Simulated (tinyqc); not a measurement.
p-n junction with a stepped n side, non-linear Poisson equation by Newton steps: one step of the calculation.

One dimension, p side on the left, n side on the right; net doping C = -Na for x < 0, +N1 for 0 < x < L1 and +Nd beyond. The potential psi is counted from the intrinsic level, and the quasi-Fermi potentials are flat: 0 for holes and -V for electrons, so n = ni exp((psi + V)/Vt) and p = ni exp(-psi/Vt) (Boltzmann statistics, full ionisation, no current).

Question. Densities, residual and Jacobian diagonal. n_i = ni exp((psi_i + V)/Vt), p_i = ni exp(-psi_i/Vt), rho_i = p_i - n_i + C_i, g_i = (n_i + p_i)/Vt. Box widths w_i = (h_(i-1) + h_i)/2 in cm. Residual F_i = a_i (psi_(i+1) - psi_i) - a_(i-1) (psi_i - psi_(i-1)) + q rho_i w_i; Jacobian: a_(i-1) and a_i beside the diagonal, b_i = -a_(i-1) - a_i - q g_i w_i on it. The two end nodes are fixed.

Parameters, values chosen for the exercise:
```
symbol  value  unit                                meaning
T         325     K                            temperature
V           0     V  bias of the p side against the n side
```

Constants: q = 1.602176634e-19 C, kB = 1.380649e-23 J/K, Vt = kB T/q. Results are converted to the units shown.

x, node 0 to 17 (nm): [-436, -344, -263, -191, -128, -71.7, -22, 22, 69.3, 120, 175, 233, 296, 364, 437, 515, 598, 689]
coupling a_i, interval 0 to 16 (F/cm^2): [1.1067735e-7, 1.2570760e-7, 1.4142106e-7, 1.6162406e-7, 1.8085819e-7, 2.0487557e-7, 2.3141627e-7, 2.1527095e-7, 2.0083463e-7, 1.8513302e-7, 1.7555717e-7, 1.6162406e-7, 1.4973994e-7, 1.3948378e-7, 1.3054251e-7, 1.2267851e-7, 1.1189358e-7]
psi at the start, node 0 to 17 (V): [-0.37733246, -0.37733246, -0.37733246, -0.37733246, -0.37733246, -0.37733246, -0.31387882, -0.11341784, 0.07935916, 0.22735799, 0.31930287, 0.34145820, 0.34145820, 0.34145820, 0.34145820, 0.34145820, 0.34145820, 0.34145820]
net doping C, node 0 to 17 (cm^-3): [-5.4e16, -5.4e16, -5.4e16, -5.4e16, -5.4e16, -5.4e16, -5.4e16, 7.5e16, 7.5e16, 1.5e16, 1.5e16, 1.5e16, 1.5e16, 1.5e16, 1.5e16, 1.5e16, 1.5e16, 1.5e16]
ni = 7.6049359e10 cm^-3

Wanted: n; p; residual F; diagonal b.

Answer.

n, node 0 to 17 (cm^-3): [1.071e5, 1.071e5, 1.071e5, 1.071e5, 1.071e5, 1.071e5, 1.032e6, 1.325e9, 1.293e12, 2.551e14, 6.800e15, 1.500e16, 1.500e16, 1.500e16, 1.500e16, 1.500e16, 1.500e16, 1.500e16]
p, node 0 to 17 (cm^-3): [5.400e16, 5.400e16, 5.400e16, 5.400e16, 5.400e16, 5.400e16, 5.603e15, 4.364e12, 4.472e9, 2.267e7, 8.505e5, 3.856e5, 3.856e5, 3.856e5, 3.856e5, 3.856e5, 3.856e5, 3.856e5]
residual F, node 1 to 16 (in units of 1e-8 C/cm^2): [0.000, 0.000, 0.000, 0.000, 1.300, -0.294, 4.997, 4.710, -0.022, -0.571, -0.389, 0.000, 0.000, 0.000, 0.000, 0.000]
diagonal b, node 1 to 16 (F/cm^2): [-2.909e-6, -2.630e-6, -2.388e-6, -2.185e-6, -2.023e-6, -5.865e-7, -4.468e-7, -4.161e-7, -3.937e-7, -5.805e-7, -8.563e-7, -8.734e-7, -8.942e-7, -9.179e-7, -9.440e-7, -9.811e-7]

Computed by the program tinyqc: `OMP_NUM_THREADS=1 python tinyqc.py 2000014 2000015 out.jsonl`, one thread of a shared Intel Xeon 2.30GHz, about 0.03 s for the whole run.
